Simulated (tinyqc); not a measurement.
Comparisons within one model: round or elliptic silicon nanowire with anisotropic valleys (Ritz method). A value that a table varies takes the place of the one given here.

Wire along x = [110] on a (001) wafer, y = [-110], z = [001]. Valley groups (w = inverse masses): A, two valleys along z: w_y = 1/mt, w_z = 1/ml, m_x = mt; B, four valleys in the wafer plane: w_y = (1/ml + 1/mt)/2, w_z = 1/mt, m_x = (ml + mt)/2.

Hard wall on the ellipse (y/a)^2 + (z/b)^2 = 1, c = hbar^2/2m0. With u = y/a, v = z/b the operator is -c [(w_y/a^2) d2/du2 + (w_z/b^2) d2/dv2] on the unit disc. Basis (1 - u^2 - v^2) u^i v^j; S, X and Y are the disc integrals of f f', (df/du)(df'/du) and (df/dv)(df'/dv), from the integral of u^p v^q = 2 Gamma((p+1)/2) Gamma((q+1)/2)/((p + q + 2) Gamma((p+q+2)/2)) for even p, q; H = c (w_y X/a^2 + w_z Y/b^2).

Converged values use 21 functions of each parity class (e or o in u, then in v).

Constants: hbar^2/2m0 = 3.80998211 eV angstrom^2.

Inputs chosen for the exercise (near those of a Si nanowire; the results hold for these values, not for the real material): ml = 0.911 m0 (longitudinal mass); mt = 0.187 m0 (transverse mass); a = 34 angstrom (semi-axis along y); b = 25 angstrom (semi-axis along z); asp = (0.4, 0.6, 0.8, 1, 1.3, 1.8, 2.5) (ratios a/b); area = 26.7 nm^2 (cross-section, kept fixed); hw = 3 (height over mean width).

## Size of the basis

Lowest level of each group with 1, 3, 6 and 21 even functions.

Levels (meV):
```
functions      A       B
1          72.95  129.66
3          69.89  123.95
6          69.86  123.90
21         69.86  123.90
```

What does this show?

One function errs by 4.4 % for A and 4.7 % for B, six by 6.4e-05 and 0.00018 meV. The error grows with the axis ratio of the stretched ellipse (1.62, 1.75); for a circle it is 6/5.783 - 1 = 3.7 %.

## Flattening the wire at fixed area

a = sqrt(area x ratio/pi), b = a/ratio, 1 nm^2 = 100 angstrom^2; lowest level of each group.

Levels (eV):
```
a/b  a (angstrom)  b (angstrom)       A       B
0.4          18.4          46.1  0.1667  0.1306
0.6          22.6          37.6  0.1186  0.1110
0.8          26.1          32.6  0.0953  0.1077
1.0          29.2          29.2  0.0821  0.1109
1.3          33.2          25.6  0.0713  0.1214
1.8          39.1          21.7  0.0641  0.1451
2.5          46.1          18.4  0.0633  0.1830
```

What does this show?

Each group is lowest where its stretched ellipse is a circle, at a/b = sqrt(w_y/w_z): 2.21 for A and 0.78 for B. The lowest group is B in the first row and A in the last, crossing between a/b = 0.6 and 0.8; B - A is -36 meV in the first row and +120 meV in the last.

## Shape of the cross-section

Equal area, hard walls, lowest level of -c (w_y d2/dy2 + w_z d2/dz2), c = hbar^2/2m0. Rectangle W x H with H/W = hw; ellipse with b/a = hw; trapezoid of height H, base W/0.8 and top 0.6 of the base; isosceles triangle of height H and base 2W. Ellipse, trapezoid and triangle by converged Ritz bases; 1 nm^2 = 100 angstrom^2.

Levels:
```
shape      A (eV)  B (eV)  B - A (meV)
rectangle  0.2311  0.1613        -69.8
ellipse    0.1959  0.1455        -50.4
trapezoid  0.1953  0.1577        -37.5
triangle   0.1173  0.1380         20.7
```

W = 29.8 angstrom
H = 89.5 angstrom

What does this show, and why?

For group A the order is triangle, trapezoid, ellipse, rectangle, spanning 97 %. For group B the order is triangle, ellipse, trapezoid, rectangle, spanning 17 %. The ellipse lies below the rectangle for both groups, since corners hold little of the wave function. The triangle is lowest for A, whose light mass lies across the width and gains from the wide base. The spacing B - A of the valley groups runs from -70 to 21 meV.

## What each parameter does

Lowest level of groups A and B. Each row changes one parameter from the base and keeps the others.

Results:
```
case             A (eV)  B (eV)  B - A (meV)
base             0.0699  0.1239         54.0
a = 37 angstrom  0.0621  0.1188         56.7
b = 23 angstrom  0.0735  0.1405         67.0
ml = 1.02 m0     0.0677  0.1233         55.6
mt = 0.206 m0    0.0653  0.1130         47.7
```

What does this show?

The largest shifts from the base row, up to three for each result and ties (the steps differ in size, so this ranks the rows, not the parameters). A (eV): a -0.0078, mt -0.0046, b +0.0036. B (eV): b +0.0166, mt -0.0109, a -0.0051. B - A (meV): b +12.9, mt -6.3, a +2.7.

Run: tinyqc, `OMP_NUM_THREADS=1 python tinyqc.py 1282570 1282571 out.jsonl`; Intel(R) Xeon(R) Processor @ 2.30GHz, one thread, shared host; about 0.06 s of CPU time with all checks.
